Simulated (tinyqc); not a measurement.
Inside a calculation. Model: hot electrons in a saturated n-channel MOSFET, lucky-electron model.

Program tinyqc, `OMP_NUM_THREADS=1 python tinyqc.py 2550068 2550069 out.jsonl`; Intel Xeon 2.30GHz, shared host, one thread, about 0.01 s. Printed values are rounded.

Beyond pinch-off the lateral field grows as Esat cosh(y/l) over the velocity-saturated region (pseudo-two-dimensional model). Impact ionisation in this region gives the substrate current, which biases the body forward through Rsub. Currents are per width. Local-field laws: they overstate ionisation when the field peak is narrower than an energy relaxation length.

Parameters, values chosen for the exercise; values close to those of silicon n-channel devices:
```
symbol   value        unit                                   meaning
L         0.35          um                            channel length
tox        7.2          nm                           oxide thickness
xj         120          nm                            junction depth
VT        0.63           V                                 threshold
mu         420  cm^2/(V s)                        effective mobility
vs       9.5e6        cm/s                       saturation velocity
Ai         2e6        1/cm                      ionisation prefactor
Bi        1.71       MV/cm                          ionisation field
Rd         700      ohm um     resistance of the lightly doped drain
Rsub      4300      ohm um                      substrate resistance
kb        0.42              fall of VT per volt of forward body bias
lm         7.2          nm               hot-electron mean free path
pb         3.2           V                             oxide barrier
Cg      0.0028                         prefactor of the gate current
m          3.3                                     lifetime exponent
Hl         990     s uA/um                         lifetime constant
Vd         2.4           V                             drain voltage
Vg         1.5           V                              gate voltage
```

Constants: eps0 = 8.8541878128e-14 F/cm where lengths are in cm. Results are converted to the units shown.

## Length and field scales

Cox = 3.9 eps0/tox, l = sqrt(3 tox xj), Esat = 2 vs/mu.

Cox = 0.479602 uF/cm^2
l = 50.9117 nm
Esat = 0.0452381 MV/cm
Esat L = 1.58333 V

## Iteration 1: body bias from the substrate current

Vb at the start = 0 V

Cox = 3.9 eps0/tox. Overdrive g = Vg - VT + kb Vb; Vdsat = g Esat L/(g + Esat L); Id = Cox vs (g - Vdsat); dV = Vd - Id Rd - Vdsat; Em = sqrt((dV/l)^2 + Esat^2); Isub = Id (Ai/Bi) l Em exp(-Bi/Em). Vb(new) = Rsub Isub.

Vdsat = 0.561481 V
Id = 140.568 uA/um
dV = 1.74012 V
Em = 0.344773 MV/cm
Isub = 2.02424 uA/um
Vb after iteration 1 = 0.00870425 V

## Iteration 2: body bias from the substrate current

As before.

Vdsat = 0.563001 V
Id = 141.541 uA/um
dV = 1.73792 V
Em = 0.344344 MV/cm
Isub = 2.02319 uA/um
Vb after iteration 2 = 0.00869972 V

## Course of the iteration: body bias from the substrate current

Stop when Vb changes by less than 1e-9 V, or after 60 iterations.

Course of the iteration:

| iteration | Vb (V) | \|change\| (V) |
|---|---|---|
| 1 | 0.00870425 | 8.70e-3 |
| 2 | 0.00869972 | 4.53e-6 |
| 3 | 0.00869972 | 2.45e-9 |
| 4 | 0.00869972 | 1.32e-12 |

Converged in 4 iterations. At the end each change is about 5.4e-4 times the one before, with alternating sign: linear convergence.

## Gate current, lifetime and channel shortening

Id = 141.540 uA/um
dV = 1.73792 V
Em = 0.344344 MV/cm
Isub = 2.02319 uA/um

Ig = Cg Id exp(-pb/(lm Em)); lifetime tau = (Hl/Id)(Isub/Id)^(-m); length of the saturated region dL = l ln[(dV/l + Em)/Esat]. 1 year = 3.15576e7 s.

Isub/Id = 0.0142941
Ig = 0.983131 pA/um
tau = 0.271416 years
dL = 138.404 nm

The lifetime misses ten years. Integrating Ai exp(-Bi/E) over the cosh profile gives Isub/Id = 0.0123, so the closed form is 16 % above it.
